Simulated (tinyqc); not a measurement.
# Changing the etch time t

Model: anisotropic wet etching of Si(100): plane rates, V-grooves, membranes and undercut. Computed by tinyqc, a small Python program. Command: `OMP_NUM_THREADS=1 python tinyqc.py 3013917 3013918 out.jsonl wetetch sweep`. One thread of a shared host (Intel(R) Xeon(R) Processor @ 2.30GHz), about 0.01 s of CPU time with the checks.

A long slot opens the mask on a (100) wafer. The floor etches at R100; (111) walls stand at theta = arctan(sqrt2) = 54.7356 degrees to the surface and recede at R111 along their normal.

Inputs (values chosen for the exercise, close to those used for tetramethylammonium hydroxide solutions):
```
quantity,value,unit
prefactor k0 of the (100) rate,7.8e+08,um/min
"activation energy of (100), E",0.624,eV
ratio (100)/(111) at 80 C,20,-
"extra energy of (111), dE",0.061,eV
ratio (100)/oxide at 80 C,2400,-
"extra energy of the oxide, dE_ox",0.25,eV
bath temperature T,75,C
"width w (mask opening along <110>, or membrane width in the design step)",310,um
misalignment of the mask,1,degrees
```

Constants: k_B = 8.617333262e-05 eV/K.

Method:
- R100 = k0 exp(-E/(k_B T)); a ratio given at 80 C scales as exp[(extra energy/k_B)(1/T - 1/353.15 K)]; R111 and R_ox follow by division.
- Temperatures in kelvin are T(C) + 273.15.
- A misaligned edge exposes ledges and adds R100 sin(misalignment) to the lateral rate (a simple estimate): u = R111/sin(theta) + R100 sin(misalignment). Top width W = w + 2 u t; floor width b = W - 2 z/tan(theta) = W - sqrt2 z. The floor lasts until b = 0, at t_V = w/(sqrt2 R100 - 2u); depth z = R100 t before t_V and W/sqrt2 after.

One run for each value:
```
etch time t (min),depth z (um),top width W (um),floor width b (um)
1,7.2301e-01,310.11,309.09
2,1.4460e+00,310.22,308.18
4.1,2.9643e+00,310.46,306.26
8.4,6.0733e+00,310.93,302.35
17,1.2291e+01,311.89,294.51
35,2.5305e+01,313.89,278.11
71,5.1334e+01,317.90,245.30
140,1.0122e+02,325.58,182.43
290,2.0967e+02,342.27,45.75
600,2.6641e+02,376.76,0.00
```

Over the rows, depth z (um) rises from 0.723 to 266 (exponent d ln y / d ln x 1.0 between the first rows and 0.33 between the last); top width W (um) rises from 310 to 377 (exponent d ln y / d ln x 5.2e-4 between the first rows and 0.13 between the last); floor width b (um) falls from 309 to 0. At the low end the exponent of depth z is 1.00, close to 1: the floor etches at a constant rate. The depth is R100 t while the floor lasts; after the V has closed only the slow undercut deepens the groove.
